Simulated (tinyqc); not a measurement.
Worked calculation: Hueckel theory of the pi electrons, for the molecule c1ccc2cc3ccccc3cc2c1 (SMILES; centres numbered as the heavy atoms are written). Computed by tinyqc, a small Python program that keeps every step. Settings: charge = 0. Command: `OMP_NUM_THREADS=1 python tinyqc.py 22808 22809 out.jsonl` (the two numbers bound the seeds that draw the settings). One thread of a shared host (Intel(R) Xeon(R) Processor @ 2.60GHz), about 0.01 s of CPU time with the checks.

## The Hueckel matrix

Centres:
```
centre  z_r, pi electrons of the neutral centre         h
1C                                            1  0.000000
2C                                            1  0.000000
3C                                            1  0.000000
4C                                            1  0.000000
5C                                            1  0.000000
6C                                            1  0.000000
7C                                            1  0.000000
8C                                            1  0.000000
9C                                            1  0.000000
10C                                           1  0.000000
11C                                           1  0.000000
12C                                           1  0.000000
13C                                           1  0.000000
14C                                           1  0.000000
```

Bonds:
```
i    j  k
1    2  1
2    3  1
3    4  1
4    5  1
5    6  1
6    7  1
7    8  1
8    9  1
9   10  1
10  11  1
11  12  1
12  13  1
13  14  1
14   1  1
13   4  1
11   6  1
```

H_rr = alpha + h_r beta, H_rs = k_rs beta for bonded centres.

Hueckel matrix in units of beta (H = alpha + beta A):
```
           1C        2C        3C        4C        5C        6C        7C        8C
1C   0.000000  1.000000  0.000000  0.000000  0.000000  0.000000  0.000000  0.000000
2C   1.000000  0.000000  1.000000  0.000000  0.000000  0.000000  0.000000  0.000000
3C   0.000000  1.000000  0.000000  1.000000  0.000000  0.000000  0.000000  0.000000
4C   0.000000  0.000000  1.000000  0.000000  1.000000  0.000000  0.000000  0.000000
5C   0.000000  0.000000  0.000000  1.000000  0.000000  1.000000  0.000000  0.000000
6C   0.000000  0.000000  0.000000  0.000000  1.000000  0.000000  1.000000  0.000000
7C   0.000000  0.000000  0.000000  0.000000  0.000000  1.000000  0.000000  1.000000
8C   0.000000  0.000000  0.000000  0.000000  0.000000  0.000000  1.000000  0.000000
9C   0.000000  0.000000  0.000000  0.000000  0.000000  0.000000  0.000000  1.000000
10C  0.000000  0.000000  0.000000  0.000000  0.000000  0.000000  0.000000  0.000000
11C  0.000000  0.000000  0.000000  0.000000  0.000000  1.000000  0.000000  0.000000
12C  0.000000  0.000000  0.000000  0.000000  0.000000  0.000000  0.000000  0.000000
13C  0.000000  0.000000  0.000000  1.000000  0.000000  0.000000  0.000000  0.000000
14C  1.000000  0.000000  0.000000  0.000000  0.000000  0.000000  0.000000  0.000000

           9C       10C       11C       12C       13C       14C
1C   0.000000  0.000000  0.000000  0.000000  0.000000  1.000000
2C   0.000000  0.000000  0.000000  0.000000  0.000000  0.000000
3C   0.000000  0.000000  0.000000  0.000000  0.000000  0.000000
4C   0.000000  0.000000  0.000000  0.000000  1.000000  0.000000
5C   0.000000  0.000000  0.000000  0.000000  0.000000  0.000000
6C   0.000000  0.000000  1.000000  0.000000  0.000000  0.000000
7C   0.000000  0.000000  0.000000  0.000000  0.000000  0.000000
8C   1.000000  0.000000  0.000000  0.000000  0.000000  0.000000
9C   0.000000  1.000000  0.000000  0.000000  0.000000  0.000000
10C  1.000000  0.000000  1.000000  0.000000  0.000000  0.000000
11C  0.000000  1.000000  0.000000  1.000000  0.000000  0.000000
12C  0.000000  0.000000  1.000000  0.000000  1.000000  0.000000
13C  0.000000  0.000000  0.000000  1.000000  0.000000  1.000000
14C  0.000000  0.000000  0.000000  0.000000  1.000000  0.000000
```

## Orbitals

pi electrons, sum of z_r less the charge = 14

Diagonalise; E = alpha + x beta with beta < 0, so the largest x are filled first; degenerate levels share their electrons. P = sum n_i c_ri c_si; each orbital has its largest coefficient positive (the first on a tie).

x values: [2.414214, 2.000000, 1.414214, 1.414214, 1.000000, 1.000000, 0.414214, -0.414214, -1.000000, -1.000000, -1.414214, -1.414214, -2.000000, -2.414214]

occupations: [2.000000, 2.000000, 2.000000, 2.000000, 2.000000, 2.000000, 2.000000, 0.000000, 0.000000, 0.000000, 0.000000, 0.000000, 0.000000, 0.000000]

coefficients:
```
          MO1        MO2        MO3        MO4        MO5        MO6        MO7        MO8
1C   0.151945   0.288675   0.422350   0.013868   0.407937   0.015950   0.219866   0.219866
2C   0.151945   0.288675   0.365714  -0.211719   0.190155   0.361259  -0.219866   0.219866
3C   0.214883   0.288675   0.094848  -0.313284  -0.217782   0.345308  -0.310938  -0.310938
4C   0.366828   0.288675  -0.231579  -0.231331  -0.407937  -0.015950   0.091072  -0.091072
5C   0.303891   0.000000  -0.327502  -0.327152   0.000000   0.000000   0.439733   0.439733
6C   0.366828  -0.288675  -0.231579  -0.231331   0.407937   0.015950   0.091072  -0.091072
7C   0.214883  -0.288675   0.094848  -0.313284   0.217782  -0.345308  -0.310938  -0.310938
8C   0.151945  -0.288675   0.365714  -0.211719  -0.190155  -0.361259  -0.219866   0.219866
9C   0.151945  -0.288675   0.422350   0.013868  -0.407937  -0.015950   0.219866   0.219866
10C  0.214883  -0.288675   0.231579   0.231331  -0.217782   0.345308   0.310938  -0.310938
11C  0.366828  -0.288675  -0.094848   0.313284   0.190155   0.361259  -0.091072  -0.091072
12C  0.303891   0.000000  -0.134135   0.443050   0.000000   0.000000  -0.439733   0.439733
13C  0.366828   0.288675  -0.094848   0.313284  -0.190155  -0.361259  -0.091072  -0.091072
14C  0.214883   0.288675   0.231579   0.231331   0.217782  -0.345308   0.310938  -0.310938

           MO9       MO10       MO11       MO12       MO13       MO14
1C    0.000000   0.408248   0.000000   0.422577   0.288675  -0.151945
2C    0.353553  -0.204124  -0.223607  -0.358569  -0.288675   0.151945
3C   -0.353553  -0.204124   0.316228   0.084515   0.288675  -0.214883
4C    0.000000   0.408248  -0.223607   0.239046  -0.288675   0.366828
5C    0.000000   0.000000   0.316228  -0.338062   0.000000  -0.303891
6C    0.000000  -0.408248  -0.223607   0.239046   0.288675   0.366828
7C    0.353553   0.204124   0.316228   0.084515  -0.288675  -0.214883
8C   -0.353553   0.204124  -0.223607  -0.358569   0.288675   0.151945
9C    0.000000  -0.408248   0.000000   0.422577  -0.288675  -0.151945
10C   0.353553   0.204124   0.223607  -0.239046   0.288675   0.214883
11C  -0.353553   0.204124  -0.316228  -0.084515  -0.288675  -0.366828
12C   0.000000   0.000000   0.447214   0.119523   0.000000   0.303891
13C   0.353553  -0.204124  -0.316228  -0.084515   0.288675  -0.366828
14C  -0.353553  -0.204124   0.223607  -0.239046  -0.288675   0.214883
```

charge and bond-order matrix P:
```
            1C         2C         3C         4C         5C         6C         7C         8C
1C    1.000000   0.585871   0.000000  -0.217174   0.000000   0.116159   0.000000  -0.080795
2C    0.585871   1.000000   0.737394   0.000000  -0.202031   0.000000   0.070728   0.000000
3C    0.000000   0.737394   1.000000   0.535364   0.000000  -0.131303   0.000000   0.070728
4C   -0.217174   0.000000   0.535364   1.000000   0.606092   0.000000  -0.131303   0.000000
5C    0.000000  -0.202031   0.000000   0.606092   1.000000   0.606092   0.000000  -0.202031
6C    0.116159   0.000000  -0.131303   0.000000   0.606092   1.000000   0.535364   0.000000
7C    0.000000   0.070728   0.000000  -0.131303   0.000000   0.535364   1.000000   0.737394
8C   -0.080795   0.000000   0.070728   0.000000  -0.202031   0.000000   0.737394   1.000000
9C    0.000000  -0.080795   0.000000   0.116159   0.000000  -0.217174   0.000000   0.585871
10C   0.070728   0.000000  -0.035364   0.000000   0.101015   0.000000  -0.368697   0.000000
11C   0.000000   0.116159   0.000000  -0.181810   0.000000   0.484856   0.000000  -0.217174
12C  -0.202031   0.000000   0.101015   0.000000  -0.404061   0.000000   0.101015   0.000000
13C   0.000000  -0.217174   0.000000   0.484856   0.000000  -0.181810   0.000000   0.116159
14C   0.737394   0.000000  -0.368697   0.000000   0.101015   0.000000  -0.035364   0.000000

            9C        10C        11C        12C        13C        14C
1C    0.000000   0.070728   0.000000  -0.202031   0.000000   0.737394
2C   -0.080795   0.000000   0.116159   0.000000  -0.217174   0.000000
3C    0.000000  -0.035364   0.000000   0.101015   0.000000  -0.368697
4C    0.116159   0.000000  -0.181810   0.000000   0.484856   0.000000
5C    0.000000   0.101015   0.000000  -0.404061   0.000000   0.101015
6C   -0.217174   0.000000   0.484856   0.000000  -0.181810   0.000000
7C    0.000000  -0.368697   0.000000   0.101015   0.000000  -0.035364
8C    0.585871   0.000000  -0.217174   0.000000   0.116159   0.000000
9C    1.000000   0.737394   0.000000  -0.202031   0.000000   0.070728
10C   0.737394   1.000000   0.535364   0.000000  -0.131303   0.000000
11C   0.000000   0.535364   1.000000   0.606092   0.000000  -0.131303
12C  -0.202031   0.000000   0.606092   1.000000   0.606092   0.000000
13C   0.000000  -0.131303   0.000000   0.606092   1.000000   0.535364
14C   0.070728   0.000000  -0.131303   0.000000   0.535364   1.000000
```

Within a degenerate level the vectors are fixed only up to a rotation; this is one choice.

## Energy, charges, bond orders

E = sum n x; q_r = z_r - P_rr; bond order p = P_rs; free valence = sqrt(3) - sum of p over the bonds of the atom.

pi energy = 14 alpha + this times beta = 19.313708

pi charges: 1C 0.000000, 2C 0.000000, 3C 0.000000, 4C 0.000000, 5C 0.000000, 6C 0.000000, 7C 0.000000, 8C 0.000000, 9C 0.000000, 10C 0.000000, 11C 0.000000, 12C 0.000000, 13C 0.000000, 14C 0.000000

Bond orders and lengths from R = 1.517 - 0.180 p (angstrom, C-C alone):
```
bond          p         R
1-2    0.585871  1.411543
2-3    0.737394  1.384269
3-4    0.535364  1.420635
4-5    0.606092  1.407904
5-6    0.606092  1.407904
6-7    0.535364  1.420635
7-8    0.737394  1.384269
8-9    0.585871  1.411543
9-10   0.737394  1.384269
10-11  0.535364  1.420635
11-12  0.606092  1.407904
12-13  0.606092  1.407904
13-14  0.535364  1.420635
14-1   0.737394  1.384269
13-4   0.484856  1.429726
11-6   0.484856  1.429726
```

free valence of the carbons: 1C 0.408785, 2C 0.408785, 3C 0.459293, 4C 0.105739, 5C 0.519868, 6C 0.105739, 7C 0.459293, 8C 0.408785, 9C 0.408785, 10C 0.459293, 11C 0.105739, 12C 0.519868, 13C 0.105739, 14C 0.459293

gap between the highest filled and the next level = 0.828427 |beta|
